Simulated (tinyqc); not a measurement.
Changing the metal thickness h: growth of a silicide layer between metal and silicon: linear-parabolic kinetics, ramp anneals and Kissinger analysis. Computed by tinyqc, a small Python program. Command: `OMP_NUM_THREADS=1 python tinyqc.py 3021979 3021980 out.jsonl silicide sweep`. One thread of a shared host (Intel(R) Xeon(R) Processor @ 2.30GHz), about 0.2 s of CPU time with the checks.

One compound layer of thickness x grows by diffusion through itself and reaction at an interface, dx/dt = 1/(2x/K + 1/v), until the metal is used up at x = a h.

Inputs (values chosen for the exercise, modelled on CoSi2):

| quantity | value | unit |
|---|---|---|
| silicide formed per metal thickness a | 3.52 | - |
| silicon consumed per metal thickness b | 3.64 | - |
| prefactor of the parabolic constant K | 2.1e+13 | nm^2/s |
| activation energy E of K | 2.23 | eV |
| prefactor of the interface velocity v | 5.5e+14 | nm/s |
| activation energy E_v | 2.45 | eV |
| temperature T | 635 | C |
| time t | 790 | s |
| ramp rate beta | 0.1 | C/s |
| silicide resistivity | 17 | micro-ohm cm |
| junction depth x_j | 16 | nm |

Constants: k_B = 8.617333262e-05 eV/K.

Method:
- The silicide ends at the thickness a h.
- Silicon consumed b h, sheet resistance rho/(final thickness) with 1 micro-ohm cm/nm = 10 ohm; margin to the junction x_j - b h.
- K = K0 exp(-E/(k_B T)), v = v0 exp(-E_v/(k_B T)).
- Temperatures in kelvin are T(C) + 273.15.
- x^2/K + x/v = t, so x = (K/(2v)) [sqrt(1 + 4 v^2 t/K) - 1], capped at a h; completion time t_c = (a h)^2/K + a h/v, a h being the final thickness; crossover thickness K/v.
- Ramp from x = 0 at 100 C at the rate beta: dx/dT = (1/beta)/(2x/K + 1/v), integrated adaptively (tolerance 1e-9) until x = a h at T_f.

One run for each value:

| metal thickness h (nm) | completion time (s) | completion temperature T_f (C) | sheet resistance (ohm/square) | silicon consumed (nm) |
|---|---|---|---|---|
| 1.0 | 1.653e+00 | 504.7 | 48.30 | 3.640 |
| 1.9 | 5.535e+00 | 530.8 | 25.42 | 6.916 |
| 3.8 | 2.118e+01 | 562.8 | 12.71 | 13.832 |
| 7.3 | 7.647e+01 | 596.3 | 6.62 | 26.572 |
| 14.0 | 2.780e+02 | 633.0 | 3.45 | 50.960 |
| 27.0 | 1.028e+03 | 673.4 | 1.79 | 98.280 |
| 53.0 | 3.947e+03 | 718.9 | 0.91 | 192.920 |
| 100.0 | 1.403e+04 | 765.9 | 0.48 | 364.000 |
| 200.0 | 5.607e+04 | 822.3 | 0.24 | 728.000 |

Over the rows, completion time (s) rises from 1.65 to 56100 (exponent d ln y / d ln x 1.9 between the first rows and 2.0 between the last); completion temperature T_f (C) rises from 505 to 822; sheet resistance (ohm/square) falls from 48.3 to 0.241 (exponent d ln y / d ln x about -1.00 throughout). At the high end the exponent of completion time is 2.00, close to 2: diffusion control. The exponent of sheet resistance stays at -1: R_s = rho/(a h). A thicker film lowers R_s but eats further into the junction.

Caution (rows 1.00, 1.90, 3.80): so thin a film has a resistivity above the bulk value and tends to agglomerate. Caution (all rows): a disilicide really forms through metal-rich phases and by nucleation, not as one layer from the metal.

Extremes, crossings and ranges named in words are read from the listed rows.
